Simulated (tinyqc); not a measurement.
Avalanche multiplication and breakdown of a junction from ionisation integrals: one step, computed by the program tinyqc.

Ionisation coefficients follow the local field. Position x runs through the depletion layer from the p side (x = 0), where electrons enter, to the n side (x = w), where holes enter. The built-in voltage is neglected.

Problem. Multiplication and noise. M_n = 1/(1 - I_n), M_p = M_n exp(-Phi(w)); McIntyre excess noise for the carrier with the larger M, F_x = k M + (1 - k)(2 - 1/M), with k = (smaller M - 1)/(larger M - 1).

Junction: p-i-n with uniform field.

Every 50th point:
```
x (micrometre)  F (MV/cm)  alpha_n (1/cm)  alpha_p (1/cm)         Phi  I_n up to x
0.0000          0.3304169        464.0482        1670.909   0.0000000    0.0000000
0.2875          0.3304169        464.0482        1670.909  -0.0346973    0.0135755
0.5750          0.3304169        464.0482        1670.909  -0.0693945    0.0276304
0.8625          0.3304169        464.0482        1670.909  -0.1040918    0.0421815
1.1500          0.3304169        464.0482        1670.909  -0.1387890    0.0572463
1.4375          0.3304169        464.0482        1670.909  -0.1734863    0.0728430
1.7250          0.3304169        464.0482        1670.909  -0.2081836    0.0889903
2.0125          0.3304169        464.0482        1670.909  -0.2428808    0.1057078
2.3000          0.3304169        464.0482        1670.909  -0.2775781    0.1230154
```

Give: M_n; M_p; effective k; excess noise factor.

Solution.

M_n = 1.140

M_p = 1.505

effective k = 0.2777

excess noise factor = 1.383

Injecting holes gives the larger gain and, at equal gain, the lower noise.
